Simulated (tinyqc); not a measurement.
Anisotropic wet etching of Si(100): plane rates, V-grooves, membranes and undercut: one step, computed by the program tinyqc. Command: `OMP_NUM_THREADS=1 python tinyqc.py 3009812 3009813 out.jsonl wetetch walk`. One thread of a shared host (Intel(R) Xeon(R) Processor @ 2.30GHz), about 0.01 s of CPU time with the checks.

A long slot opens the mask on a (100) wafer. The floor etches at R100; (111) walls stand at theta = arctan(sqrt2) = 54.7356 degrees to the surface and recede at R111 along their normal.

Task: Shape after the time t. A misaligned edge exposes ledges and adds R100 sin(misalignment) to the lateral rate (a simple estimate): u = R111/sin(theta) + R100 sin(misalignment). Top width W = w + 2 u t; floor width b = W - 2 z/tan(theta) = W - sqrt2 z. The floor lasts until b = 0, at t_V = w/(sqrt2 R100 - 2u); depth z = R100 t before t_V and W/sqrt2 after.

Inputs (values chosen for the exercise, close to those used for potassium hydroxide solutions): bath temperature T = 50 C; width w (mask opening along <110>, or membrane width in the design step) = 8.5 um; misalignment of the mask = 0 degrees; etch time t = 22 min.

R100 = 0.2122915 um/min

R111 = 0.001569537 um/min

Give: lateral rate u; time t_V to close the V; top width W; depth z; floor width b.

Result:

lateral rate u = 0.001922 um/min

time t_V to close the V = 28.68 min

top width W = 8.585 um

depth z = 4.670 um

floor width b = 1.980 um

The floor remains; undercut per side is 0.0423 um, 0.91 % of the depth.
